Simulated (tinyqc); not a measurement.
Worked calculation: strained quantum well: band edges, subbands and transparency. Values are carried at full precision from step to step, so a last printed digit may differ when a step is redone from the rounded ones.

Growth on (001), barriers unstrained: tr(e) = e (2 - nu2), Z = b e (1 + nu2); Ec = Ev + Eg + ac tr(e), E_HH = Ev + av tr(e) + Z, E_LH = Ev + av tr(e) - Z (coupling to the split-off band left out).

Constants: hbar^2/2m0 = 3.80998211 eV angstrom^2; hc = 1239.841984 eV nm; kB = 8.617333262e-05 eV/K.

Parameters, chosen for this exercise (near those of a GaAsP/AlGaAs well; not measured data): e = 0.0068 (strain in the plane); nu2 = 0.918 (2 C12/C11); Eg = 1.657 eV (unstrained gap of the well); Ev = -0.889 eV (its valence edge); ac = -7.37 eV; av = 1.26 eV (Ev moves by av tr(e)); b = -1.92 eV (shear potential); Egb = 1.916 eV (gap of the barrier); Evb = -1 eV (its valence edge); L = 42 angstrom (well width); me = 0.079 m0 (electron mass); g1 = 6.42 (gamma1); g2 = 1.76 (gamma2); meb = 0.1 m0; g1b = 5.7; g2b = 1.6; T = 250 K (temperature); Br = 2.4 x 1e-4 cm^2/s (two-dimensional radiative coefficient).

## Strained band edges and offsets

Give tr(e), Z, the edges Ec, E_HH, E_LH and the well depths against the barrier.

tr(e) = 0.00736
Z = -0.0250 eV

Ec, E_HH, E_LH (eV): 0.7138  -0.9048  -0.8547

depths for e, HH, LH (eV): 0.2022  0.0952  0.1453

The well is under tension, which puts LH on top, by 50 meV; the gap becomes 1.5685 eV, -89 meV from the unstrained one.

## Subband edges

Masses along z: me, 1/(g1 - 2 g2) for HH, 1/(g1 + 2 g2) for LH, likewise in the barrier; in the plane me, 1/(g1 + g2) for HH and 1/(g1 - g2) for LH (no mixing, which understates the hole masses away from k = 0). Level n solves k L + 2 atan[(k/m)/(kappa/mb)] = n pi, k = sqrt(m E/c), kappa = sqrt(mb (V - E)/c), c = hbar^2/2m0.

Up to three electron, four HH and two LH levels, on the common energy scale, with their masses in the plane.

Subbands:
```
level,E (eV),m in the plane
e1,0.7916,0.0790
lh1,-0.9154,0.2146
hh1,-0.9298,0.1222
hh2,-0.9913,0.1222
```

lowest transition = 1.7070 eV
wavelength hc/E = 726.3 nm

The top hole level is lh1, so the edge is mainly TM polarised; hh1 lies 14 meV lower, within kT at room temperature, so both polarisations contribute.

## Transparency density

Transparency (Bernard-Duraffourg): Fc - Fv equals the lowest transition energy with n = p, n = sum m/(2 pi c) kB T ln(1 + exp((Fc - E)/kB T)) and p likewise over the listed subbands; c = hbar^2/2m0, 1/angstrom^2 = 1e16/cm^2.

Solve for u = (Fc - e1)/kB T; give n_tr, the share of holes in the top subband and the current e Br n_tr^2 (e = 1.602177e-19 C).

u = 0.898
n_tr = 0.881 x 1e12/cm^2
share = 0.749
current density = 29.9 A/cm^2

For mirror-image bands u = 0 and n_tr = me kB T ln2/(2 pi c) = 0.493 x 1e12/cm^2; the heavier or more numerous hole states raise it by a factor 1.79.

## Checks

- Transparency for equal single subbands against m kB T ln2/(2 pi c): both 0.3743.

Run: tinyqc, `OMP_NUM_THREADS=1 python tinyqc.py 1281324 1281325 out.jsonl`; Intel(R) Xeon(R) Processor @ 2.30GHz, one thread, shared host; about 0.01 s of CPU time with all checks.
